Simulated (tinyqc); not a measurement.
From one set of inputs to another, one input at a time: out-diffusion of a doped substrate or buried layer into a growing epitaxial film. Computed by tinyqc, a small Python program. Command: `OMP_NUM_THREADS=1 python tinyqc.py 3004435 3004436 out.jsonl buried ladder`. One thread of a shared host (Intel(R) Xeon(R) Processor @ 2.30GHz), about 0.01 s of CPU time with the checks.

x is counted from the original substrate surface into the film, whose surface moves as x = v t. Substrate dopant has one diffusivity; the dopant of the film is taken as uniform.

The inputs printed are set A. Set A is modelled on antimony in silicon; the values taken over come from a set modelled on boron in silicon. Inputs not listed in the table keep their values of set A, so the rows need not describe a real material.

Inputs (values chosen for the exercise, modelled on antimony in silicon):
```
quantity,value,unit
prefactor D0,4.61,cm^2/s
activation energy E,3.89,eV
substrate concentration C_s,7.2e+18,1/cm^3
film doping C_e,1e+16,1/cm^3
growth rate v,0.2,um/min
film thickness d,1.2,um
growth temperature T,1125,C
"autodoping level at the start, as a share of C_s",2e-05,-
decay length of autodoping,0.17,um
later thermal budget (Dt)2,3.2e-12,cm^2
```

Film doping: same type as the substrate.

Constants: k_B = 8.617333262e-05 eV/K.

Method:
- D = D0 exp(-E/(k_B T)); growth time t = d/v; l = 2 sqrt(D t); growth number G = v t/l = d/l; 1 um = 1e-4 cm.
- Temperatures in kelvin are T(C) + 273.15.
- After growth and the later budget: l2 = 2 sqrt(D t + (Dt)2); C(x) = (C_s/2) erfc(x/l2) + share x C_s exp(-x/decay length) for x > 0 (autodoping taken as unchanged by the later budget). The transition x_t solves C(x) = C_e, where the total doping is twice the intended value.
- Usable film = d - x_t. Also give x_t for the erfc term alone, after growth and after the later budget.

Each row keeps all changes above it:
```
input moved,from,to,"x_t after the later budget, erfc alone (um)",x_t with autodoping (um),usable film (um)
set A,-,-,0.18430,0.18439,1.0156
growth temperature T (C),1125,975,0.07943,0.07951,1.1205
"autodoping level at the start, as a share of C_s",2e-05,5e-05,0.07943,0.07962,1.1204
substrate concentration C_s (1/cm^3),7.2e+18,2.3e+18,0.06967,0.06974,1.1303
decay length of autodoping (um),0.17,0.22,0.06967,0.06975,1.1302
film doping C_e (1/cm^3),1e+16,4.1e+14,0.09481,0.09619,1.1038
growth rate v (um/min),0.2,0.84,0.09141,0.09277,1.1072
```

x_t after the later budget, erfc alone goes from 0.184 to 0.0914, a factor 0.496 in all. The largest single move comes from growth temperature T (a factor 0.431), and film doping C_e works against it (a factor 1.36). x_t with autodoping goes from 0.184 to 0.0928, a factor 0.503 in all. The largest single move comes from growth temperature T (a factor 0.431), and film doping C_e works against it (a factor 1.38). Usable film goes from 1.02 to 1.11, a factor 1.09 in all. The largest single move comes from growth temperature T (a factor 1.10), and film doping C_e works against it (a factor 0.9766). The single moves hold for this order of the switches; the total does not depend on the order.

Caution (rows growth temperature T, autodoping level at the start, as a share of C_s): the substrate doping is comparable to or above the intrinsic density at growth temperature, so the diffusivity may be higher on that side.

Extremes, crossings and ranges named in words are read from the listed rows.
